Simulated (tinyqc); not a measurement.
## Pinning factor and decay constant from two barriers

Question. phiB = S (phiM - chi) + (1 - S)(Eg - E0) with S = 1/(1 + (1/S0 - 1) exp(-be ti)). Find S0, S at the given thickness and be.

Values chosen for this exercise; semiconductor values close to those of gallium arsenide; interlayer mass of the order of that in lanthanum oxide, offset chosen freely:
- Eg = 1.37 eV (band gap)
- chi = 4.21 eV (electron affinity)
- E0 = 0.49 eV (charge-neutrality level above the valence band)
- phiM = 4.32 eV (metal work function)

phiB at ti = 0, 0.3 nm (eV): [0.80454000, 0.75275476]

Solution. Each barrier gives its S by linear interpolation between the pinned and the unpinned value; the ratio of the two values of 1/S - 1 is exp(be ti).

S0 = 0.0980
S = 0.165
be = 2.00 1/nm

Program tinyqc, `OMP_NUM_THREADS=1 python tinyqc.py 2270174 2270175 out.jsonl`; Intel Xeon 2.30GHz, shared host, one thread, about 0.03 s.
